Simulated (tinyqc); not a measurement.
Worked calculation: single-domain magnet: Stoner-Wohlfarth switching, Neel-Arrhenius retention, LLG dynamics and spin torque. Computed by tinyqc, a small Python program that keeps every step. Command: `OMP_NUM_THREADS=1 python tinyqc.py 3012196 3012197 out.jsonl macro walk`. One thread of a shared host (Intel(R) Xeon(R) Processor @ 2.30GHz), about 0.02 s of CPU time with the checks. Intermediate numbers are printed to about 6 digits and carried at full precision; extremes and crossings named in words are read from the listed rows.

The moment is uniform, with unit vector m; z is the easy axis. mu_0 = 1.25663706212e-6 T m/A, gamma = 1.76085963023e11 rad/(s T).

Inputs (values chosen for the exercise, for a model magnet):
```
quantity                            value     unit
saturation magnetisation M_s         1320     kA/m
diameter d                              7       nm
aspect ratio p                        3.8        -
bulk anisotropy K_u                   8.3   kJ/m^3
exchange stiffness A                  8.7     pJ/m
temperature T                         300        K
attempt frequency f0                    2      GHz
field angle psi from the easy axis     20  degrees
reversing field h = H/H_K           0.096        -
waiting time t_w                        1        s
damping alpha                       0.092        -
spin-torque efficiency eta           0.74        -
drive I/I_c0                          1.4        -
time step times gamma mu_0 H_K        0.1        -
```

Shape: prolate spheroid, easy axis along it.

Constants: k_B = 1.380649e-23 J/K; e = 1.602176634e-19 C; hbar = 1.054571817e-34 J s.

## Effective anisotropy

N_z = [p ln(p + sqrt(p^2 - 1))/sqrt(p^2 - 1) - 1]/(p^2 - 1); V = pi d^3 p/6; K_eff = K_u + K_shape, K_shape = -(mu_0 M_s^2/4)(3 N_z - 1); mu_0 H_K = 2 K_eff/M_s.

demagnetising factor N_z = 0.0806411

volume V = 682.459 nm^3

K_shape = 414.964 kJ/m^3

K_eff = 423.264 kJ/m^3

anisotropy field mu_0 H_K = 0.641310 T

Shape gives 98 % of K_eff.

## Retention at zero field

Delta = K_eff V/(k_B T); tau = exp(Delta)/f0; probability of a flip within t_w: P = 1 - exp(-t_w/tau). Wall width parameter sqrt(A/K_eff); a two-domain state costs 4 sqrt(A K_eff) times the cross-section that the wall cuts (pi d^2/4).

stability factor Delta = 69.7403

log10 of tau in s = 20.9868

probability of a flip = 1.03090e-21

wall parameter = 4.53371 nm

barrier of the wall path / k_B T = 71.3193

Ten years (3.15e8 s) need Delta > 41.0 for tau alone; this element has 69.7. Coherent rotation is the cheaper path.

## Barrier in a tilted field

Energy over K_eff V: e(theta) = sin^2(theta) + 2 h cos(theta - psi) for m at the angle theta from +z and a field that points at psi from -z (it pulls m away from +z towards negative theta); h_sw = (cos^(2/3) psi + sin^(2/3) psi)^(-3/2). The metastable minimum and the saddle are the two roots of e'(theta) = sin(2 theta) - 2 h sin(theta - psi) on either side of theta_c = -arctan(tan^(1/3) psi).

switching field h_sw = 0.573649

minimum theta = -2.06836 degrees

saddle theta = -84.6473 degrees

barrier / (K_eff V) = 0.763511

barrier / (k_B T) = 53.2475

The form (1 - h/h_sw)^n reproduces this barrier with n = 1.473; n is 2 for a field on the axis, and the approach to h_sw has the exponent 3/2 off the axis.

## Switching field against angle and time

Switching field at T: the h at which the exact barrier equals ln(f0 t_w/ln 2) k_B T (0 if the zero-field barrier is lower). Sharrock form: h_sw [1 - (ln(f0 t_w/ln 2)/Delta)^(1/n)], n = 0.86 + 1.14 h_sw.

Fields over H_K:
```
psi (degrees)  h_sw at T = 0  thermal, exact barrier  thermal, Sharrock form
1                   0.907074                0.429306                0.416362
10                  0.673805                0.356046                0.344090
20                  0.573649                0.312323                0.307674
30                  0.524016                0.288762                0.288197
45                  0.500000                0.276981                0.278402
60                  0.524016                0.288762                0.288197
75                  0.614659                0.330897                0.323031
89                  0.907074                0.429306                0.416362
```

At T = 0 the field is least at 45 degrees, H_K/2, and symmetric about it. Thermal help lowers it to 47 % at 1 degree and 55 % at 45 degrees; the Sharrock form misses the exact barrier by at most about 0.013 H_K, at psi = 1 (and its mirror angle).

## Spin-transfer switching

For axial symmetry and a polariser along z: I_c0 = (4 e alpha/(hbar eta)) K_eff V; relaxation time tau_D = (1 + alpha^2)/(alpha gamma mu_0 H_K); thermal start angle theta_0 = 1/sqrt(2 Delta); switching time about tau_D ln(pi/(2 theta_0))/(I/I_c0 - 1); precession frequency gamma mu_0 H_K/(2 pi (1 + alpha^2)).

critical current I_c0 = 218.242 microampere

Delta/I_c0 = 0.319555 1/microampere

tau_D = 0.0970689 ns

switching time, estimate = 0.708735 ns

precession frequency = 17.8218 GHz

## One LLG step

In the time s = gamma mu_0 H_K t: (1 + alpha^2) dm/ds = -m x b - alpha m x (m x b) + a [m x (m x z) - alpha m x z], b = m_z z, a = alpha I/I_c0; Heun steps (Euler predictor, mean of the two slopes) without renormalising; start m = (sin theta_0, 0, cos theta_0), theta_0 = 1/sqrt(2 Delta).

m at the start: 0.084572  0.000000  0.996417

first slope: 0.0031026  0.0845550  -0.0002633

predictor: 0.084882  0.008455  0.996391

second slope: -0.0053395  0.0851732  -0.0002679

m after the step: 0.084460  0.008486  0.996391

## Exact time to the equator

The polar equation dm_z/dt = -(1 - m_z^2)(i - m_z)/tau_D, i = I/I_c0, integrates to t = tau_D [F(cos theta_0) - F(0)], F(z) = -ln(1 - z)/(2 (i - 1)) + ln(1 + z)/(2 (i + 1)) + ln(i - z)/(i^2 - 1), theta_0 = 1/sqrt(2 Delta).

time to m_z = 0 = 0.571536 ns

The linear estimate is 1.24 times this.

## The trajectory

Run until m_z <= 0 (time by linear interpolation), |m|^2 leaves 1 by more than 1, or three exact times have passed; the run counts as sound if the time is within 3 % of the exact one.

Every few steps:
```
step    t (ns)        m_x        m_y        m_z      |m|
0     0.000000   0.084572   0.000000   0.996417  1.00000
64    0.056674   0.106433   0.012797   0.994245  1.00001
128   0.113349   0.132687   0.029883   0.990726  1.00002
192   0.170023   0.165388   0.050159   0.984990  1.00004
256   0.226698   0.208968   0.069253   0.975535  1.00007
320   0.283372   0.271559   0.074205   0.959672  1.00011
384   0.340047   0.361106   0.028703   0.932273  1.00018
448   0.396721   0.442872  -0.159383   0.882614  1.00027
512   0.453396   0.214100  -0.581908   0.785063  1.00039
576   0.510070  -0.819311  -0.090002   0.567100  1.00049
640   0.566745   0.670757  -0.742101   0.019773  1.00051
642   0.568516   0.673664  -0.739706  -0.005665  1.00051
```

time to m_z = 0 by the steps = 0.568123 ns

largest drift of |m| = 5.09950e-04

The steps give 0.9940 of the exact time, with |m| kept to 5.1e-4.

Checks made by the program: the barrier at psi -> 0 against (1 - h)^2 (relative difference 2e-08); the closed form against quadrature (relative difference below 1e-10).
